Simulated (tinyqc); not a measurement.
Worked calculation (part 2 of 2): RKS/BP86 in the sto-3g basis, for H6, spin multiplicity 1. Computed by tinyqc, a small Python program that keeps every step (integrals from PySCF). Command: `OMP_NUM_THREADS=1 python tinyqc.py 30155 30156 out.jsonl` (the two numbers bound the seeds that draw the settings). One thread of a shared host (Intel(R) Xeon(R) Processor @ 2.60GHz), about 1 s of CPU time with the checks.

Geometry (angstrom):
```
atom         x         y         z
H     0.000000  0.000000  0.000000
H     0.000000  0.000000  0.881000
H     0.000000  0.000000  1.918000
H     0.000000  0.000000  2.799000
H     0.000000  0.000000  3.835000
H     0.000000  0.000000  4.717000
```

## Convergence

Stop when the energy changes by less than 1e-08 hartree and every element of the error matrix X^T (F D S - S D F) X is below 3e-05.

Course of the cycle:
```
iteration  E (hartree)     change  largest element of the error matrix
1          -2.99078012          -                             6.00e-01
2          -3.16460708  -1.74e-01                             4.63e-01
3          -3.21870270  -5.41e-02                             4.17e-01
4          -3.27425075  -5.55e-02                             3.56e-01
5          -3.29763150  -2.34e-02                             3.25e-01
6          -3.32418584  -2.66e-02                             2.91e-01
7          -3.33702637  -1.28e-02                             2.64e-01
8          -3.35203484  -1.50e-02                             2.43e-01
9          -3.36000090  -7.97e-03                             2.22e-01
10         -3.36933789  -9.34e-03                             2.06e-01
11         -3.37465323  -5.32e-03                             1.90e-01
12         -3.38082346  -6.17e-03                             1.77e-01
13         -3.38453997  -3.72e-03                             1.64e-01
14         -3.38878762  -4.25e-03                             1.53e-01
...                ...        ...                                  ...
48         -3.39853129   1.52e-03                             1.25e-01
49         -3.39648928   2.04e-03                             1.35e-01
50         -3.39451030   1.98e-03                             1.43e-01
51         -3.39192275   2.59e-03                             1.53e-01
52         -3.38940884   2.51e-03                             1.63e-01
53         -3.38619119   3.22e-03                             1.73e-01
54         -3.38306771   3.12e-03                             1.84e-01
55         -3.37914691   3.92e-03                             1.95e-01
56         -3.37535671   3.79e-03                             2.06e-01
57         -3.37068207   4.67e-03                             2.18e-01
58         -3.36619183   4.49e-03                             2.29e-01
59         -3.36073782   5.45e-03                             2.41e-01
60         -3.35553878   5.20e-03                             2.52e-01
61         -3.34930318   6.24e-03                             2.64e-01
```

PySCF RKS in the same basis, fine grid = -3.40947637 hartree

Not converged within the cap of 61 iterations: the residual wanders without falling. Reruns (cap 100 unless said): DIIS 8: converged in 8; damping 0.5: converged in 27; level shift 0.5: converged in 10; atomic densities as start, DIIS 8: converged in 7; the original settings with a cap of 400: not converged.
